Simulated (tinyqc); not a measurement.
Worked calculation: the 3-omega method: a line heater on a substrate with a thin film. Computed by tinyqc, a small Python program that keeps every step. Command: `OMP_NUM_THREADS=1 python tinyqc.py 3008479 3008480 out.jsonl threeomega walk`. One thread of a shared host (Intel(R) Xeon(R) Processor @ 2.30GHz), about 0.01 s of CPU time with the checks. Intermediate numbers are printed to about 7 digits and carried at full precision; extremes and crossings named in words are read from the listed rows.

A current at angular frequency omega = 2 pi f heats the line at 2 omega with the amplitude P per length; the temperature swing Delta T at 2 omega gives a voltage at 3 omega. The substrate is taken as semi-infinite and isotropic, and the heat capacity of heater and film is left out.

Inputs (values chosen for the exercise, modelled on alumina on indium phosphide):
```
quantity                                    value           unit
substrate conductivity kappa                 69.1        W/(m K)
substrate heat capacity C                     1.5  1e6 J/(m^3 K)
heater half-width b                           2.6     micrometre
power amplitude per length P                   42            W/m
current frequency f                          3400             Hz
film thickness t                              160             nm
film conductivity kappa_f                     1.5        W/(m K)
interface resistance R_i                      4.6       m^2 K/GW
substrate thickness d_s                       500     micrometre
temperature coefficient of resistance beta    3.7         1e-3/K
voltage amplitude V_1                         1.1              V
```

## Penetration depth

D = kappa/C; q = sqrt(2 i omega/D); penetration depth 1/|q| = sqrt(D/(2 omega)).

diffusivity D = 46.06667 mm^2/s

penetration depth = 32.83591 micrometre

|q| b = 0.07918161

penetration depth / d_s = 0.06567181

## Temperature swing of the bare substrate

Delta T_s = (P/(pi kappa)) int_0^infinity (sin x/x)^2 / sqrt(x^2 + (q b)^2) dx with (q b)^2 = i |q b|^2, averaged over the heater width (12 Gauss-Legendre points on each of the pieces 0, 14 log-spaced edges from 1e-5 to 1, and multiples of pi to 40 pi; the tail adds 1/(4 (40 pi)^2)). For |q| b much below 1: Delta T_s = (P/(pi kappa)) [-ln(|q| b) + eta - i pi/4], eta = 3/2 - C_E = 0.92278, with Euler's C_E = 0.5772157.

in-phase Delta T_s = 0.6693434 K

out-of-phase Delta T_s = -0.1512375 K

in-phase, narrow-line form = 0.6691851 K

out-of-phase, narrow-line form = -0.1519537 K

The narrow-line form misses the in-phase part by -0.02 % and the out-of-phase part by +0.5 % at |q| b = 0.079.

## The film adds a constant step

One-dimensional flow across the film: Delta T_f = P (t/kappa_f + R_i)/(2 b); total in-phase swing Delta T = Delta T_s + Delta T_f; third-harmonic amplitude V_3 = V_1 beta |Delta T|/2 with the out-of-phase part included; the apparent film conductivity is t/(t/kappa_f + R_i).

Delta T_f = 0.8986923 K

total in-phase swing = 1.568036 K

V_3 = 3.205760 mV

apparent film conductivity = 1.437987 W/(m K)

film share of the in-phase swing = 0.5731326

The interface lowers the apparent conductivity by 4 %. The film gives a large part of the signal.

## Conductivity from the slope

Take the in-phase swing at f and at 2f; in the narrow-line limit kappa = P ln 2/(2 pi [Delta T(f) - Delta T(2f)]), whatever the film and the heater width.

in-phase Delta T_s at 2f = 0.6024481 K

kappa from the slope = 69.26270 W/(m K)

error of the slope method = 0.2354508 %

## The window of frequencies

The slope value uses each f and 2f: kappa = P ln 2/(2 pi [Delta T(f) - Delta T(2f)]).

Bare substrate; columns: (1) f (Hz); (2) penetration depth (micrometre); (3) |q| b; (4) in-phase (K); (5) out-of-phase (K); (6) narrow-line form (K); (7) kappa from the slope (W/(m K)):
```
(1)             (2)          (3)         (4)          (5)          (6)       (7)
5.4        823.9324  0.003155599    1.292666   -0.1519515     1.292666  69.10026
54         260.5503  0.009978879    1.069924   -0.1519357     1.069921  69.10260
540        82.39324   0.03155599   0.8472021   -0.1518104    0.8471769  69.12596
2700       36.84738   0.07056133   0.6916110   -0.1513664    0.6914852  69.22933
11000      18.25543    0.1424234   0.5561140   -0.1500198    0.5556046  69.62192
54000      8.239324    0.3155599   0.4041315   -0.1449950    0.4016879  71.58853
220000     4.082039    0.6369366   0.2751482   -0.1324997    0.2658073  78.69289
1100000    1.825543     1.424234   0.1479901   -0.1008186    0.1101155  112.1491
5400000   0.8239324     3.155599  0.06814920  -0.05838758  -0.04380121  231.7058
3.30e+07  0.3332971     7.800849  0.02754765  -0.02595797   -0.2189052  574.2497
```

The slope gives kappa within 1 % up to |q| b = 0.14 (f = 11000 Hz) among these rows. The penetration depth stays under d_s/5 = 100 micrometre from f = 540 Hz up, so a usable window lies between the two. At high f the flow turns one-dimensional: in-phase and out-of-phase parts become equal in size (ratio 0.94 in the last row) and fall as f^(-1/2) (exponent -0.50).

Checks made by the program: narrow-line limit at |q| b = 0.002 (relative difference 7e-07).
